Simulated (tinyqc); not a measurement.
# Changing the source-to-wafer distance h

Model: vacuum evaporation: vapour pressure, source flux, thickness distribution, purity and step coverage. Computed by tinyqc, a small Python program. Command: `OMP_NUM_THREADS=1 python tinyqc.py 3113289 3113290 out.jsonl evap sweep`. One thread of a shared host (Intel(R) Xeon(R) Processor @ 2.30GHz), about 0.01 s of CPU time with the checks.

Molecular flow, unit sticking of the metal, no re-evaporation. The background gas is taken as water vapour (18.015 g/mol, collision diameter 0.37 nm) at 300 K.

Inputs (values chosen for the exercise, modelled on copper, with constants for the liquid):
```
quantity                     value    unit
molar mass M                 63.55   g/mol
film density rho              8.96  g/cm^3
vapour-pressure constant A   10.81       -
vapour-pressure constant B   16370       K
source temperature T          1420       K
source area                   0.91    cm^2
directionality n                 1       -
wafer radius R                 7.5      cm
background pressure p       0.0004      Pa
sticking of background gas    0.07       -
```

Constants: u = 1.6605390666e-27 kg; k_B = 1.380649e-23 J/K; R = 8.314462618 J/(mol K).

Method:
- log10(p_v/Pa) = A - B/T; flux from the surface Phi = p_v/sqrt(2 pi m k_B T), m = M u.
- Mass loss = Phi x area x m; heat of evaporation = ln(10) R B; d ln Phi/dT = ln(10) B/T^2 - 1/(2 T).
- A small source emits (n + 1) Phi area cos^n(phi)/(2 pi) per solid angle; on a parallel plane at height h and lateral distance l the arrival rate is (n + 1) Phi area/(2 pi h^2) x (1 + (l/h)^2)^(-(n + 3)/2). Growth rate = arrival rate x m/rho, m = M u. The wafer is fixed and centred above the source.
- Mean free path lambda = k_B T_g/(sqrt2 pi d^2 p); unscattered share exp(-h/lambda); gas arrival p/sqrt(2 pi m_g k_B T_g); impurity ratio = sticking x gas arrival/metal arrival; monolayer time = 1e15 cm^-2/(sticking x gas arrival).

One run for each value; columns: (1) source-to-wafer distance h (cm); (2) non-uniformity (max - min)/(max + min) (%); (3) growth rate at the centre (nm/s); (4) share of the material that lands on the wafer, 1 - (1 + (R/h)^2)^(-(n + 1)/2) (%); (5) impurity ratio:
```
(1)    (2)      (3)    (4)    (5)
9    48.34  0.07069  40.98   0.17
13   27.97  0.03388  24.97   0.35
19   14.38  0.01586  13.48   0.75
27    7.42  0.00785   7.16   1.50
40    3.45  0.00358   3.40   3.30
57    1.72  0.00176   1.70   6.71
83    0.81  0.00083   0.81  14.22
120   0.39  0.00040   0.39  29.73
```

Over the rows, non-uniformity (max - min)/(max + min) (%) falls from 48.3 to 0.390 (exponent d ln y / d ln x -1.5 between the first rows and -2.0 between the last); growth rate at the centre (nm/s) falls from 0.0707 to 3.98e-4 (exponent d ln y / d ln x about -2.0 throughout); share of the material that lands on the wafer, 1 - (1 + (R/h)^2)^(-(n + 1)/2) (%) falls from 41.0 to 0.389 (exponent d ln y / d ln x -1.3 between the first rows and -2.0 between the last). At the high end the exponent of non-uniformity (max - min)/(max + min) is -1.99, close to -2: the fall-off goes as (R/h)^2. The exponent of growth rate at the centre stays at -2: a point source. The exponent of impurity ratio stays at 2: the metal flux falls as 1/h^2. A longer throw buys uniformity with rate, material use and purity.

Caution (rows 27.0, 40.0, 57.0, 83.0, 120): more gas than metal sticks, so a compound rather than a metal film would grow.
